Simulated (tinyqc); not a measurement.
Double-gate transistor below threshold, two-dimensional Poisson equation on a small mesh: one step of the calculation.

Half of a symmetric double-gate structure: row 0 is the mid-plane of the body, where the normal field vanishes. Mobile charge is neglected (subthreshold), the body is fully depleted, and potentials are counted from the intrinsic level; rows run upward to the gate, columns from source to drain.

Problem. Barrier, swing and barrier lowering. The barrier is read along row 0, the path farthest from the gate. Take the node j of lowest psi: barrier Vbi - psi_j; swing Vt ln 10/(d psi_j/dVg); DIBL = (d psi_j/dVd)/(d psi_j/dVg). The derivatives solve the same equations with s = 0 and a unit change of that voltage.

Inputs (values chosen for the exercise): temperature T = 300 K; potential of the source Vbi = 0.58 V.

Constants: q = 1.602176634e-19 C, kB = 1.380649e-23 J/K, Vt = kB T/q. Results are converted to the units shown.

converged psi (V):

|  | j=0 | j=1 | j=2 | j=3 | j=4 | j=5 | j=6 |
|---|---|---|---|---|---|---|---|
| row 0 | 0.5800000 | 0.2455372 | 0.1222645 | 0.1208589 | 0.2434268 | 0.6293219 | 1.5800000 |
| row 1 | 0.5800000 | 0.2369172 | 0.1172903 | 0.1157988 | 0.2326787 | 0.6062696 | 1.5800000 |
| row 2 | 0.5800000 | 0.2100559 | 0.1026725 | 0.1010756 | 0.2009747 | 0.5342262 | 1.5800000 |
| row 3 | 0.5800000 | 0.1617611 | 0.0794190 | 0.0780671 | 0.1502214 | 0.4040178 | 1.5800000 |
| row 4 | 0.0200000 | 0.0200000 | 0.0200000 | 0.0200000 | 0.0200000 | 0.0200000 | 0.0200000 |

d psi/dVg on row 0: j=0 0.00000000, j=1 0.60619853, j=2 0.84637205, j=3 0.90485010, j=4 0.84637205, j=5 0.60619853, j=6 0.00000000
d psi/dVd on row 0: j=0 0.0000000, j=1 0.0050084, j=2 0.0162328, j=3 0.0475749, j=4 0.1373951, j=5 0.3887931, j=6 1.0000000

Wanted: j; barrier; swing; DIBL.

Solution.

j = 3
barrier = 0.45914 V
swing = 65.786 mV/decade
DIBL = 52.578 mV/V

Numbers from tinyqc (`OMP_NUM_THREADS=1 python tinyqc.py 2480140 2480141 out.jsonl`; about 0.2 s on one thread of a shared Intel Xeon 2.30GHz).
